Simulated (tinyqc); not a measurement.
Rigid-ion and shell models of the dielectric response of an ionic crystal: one step, computed by the program tinyqc. Command: `OMP_NUM_THREADS=1 python tinyqc.py 3003452 3003453 out.jsonl shell walk`. One thread of a shared host (Intel(R) Xeon(R) Processor @ 2.30GHz), about 0.01 s of CPU time with the checks.

Charges +Z and -Z; 6 nearest neighbours, Madelung constant M = 1.747565, volume per ion pair Omega = 2.000000 d^3. Energy per pair U = -M Z^2 e2/d + 6 A exp(-d/rho), e2 = e^2/(4 pi eps_0). In the shell model the anion is a core of charge Y - Z and a massless shell of charge -Y, joined by the spring k; the repulsion acts on the shell. Each ion feels the Lorentz field E + (4 pi/3) P (Gaussian units).

Question. As a gate dielectric. Capacitance per area eps_0 eps_s/t; equivalent oxide thickness EOT = t x 3.9/eps_s; the surface optical mode against silicon (eps = 11.7) lies at omega_TO sqrt[(eps_s + 11.7)/(eps_inf + 11.7)], and its squared coupling to channel electrons scales as g = hbar omega_SO [1/(11.7 + eps_inf) - 1/(11.7 + eps_s)], with hbar omega = h c x wavenumber.

Inputs (values chosen for the exercise, for a model crystal): film thickness t = 4.3 nm.

Structure: rock salt.

omega_TO = 258.7549 1/cm

eps_s = 4.932048

eps_inf = 1.919400

Constants: eps_0 = 8.8541878128e-12 F/m; 1 THz = 33.35640952 1/cm; h x 1 THz = 4.135667696 meV.

Give: capacitance per area; equivalent oxide thickness; surface optical mode; remote-phonon coupling g.

Answer.

capacitance per area = 10.16 fF/micrometre^2

equivalent oxide thickness = 3.400 nm

surface optical mode = 285.9 1/cm

remote-phonon coupling g = 0.4715 meV
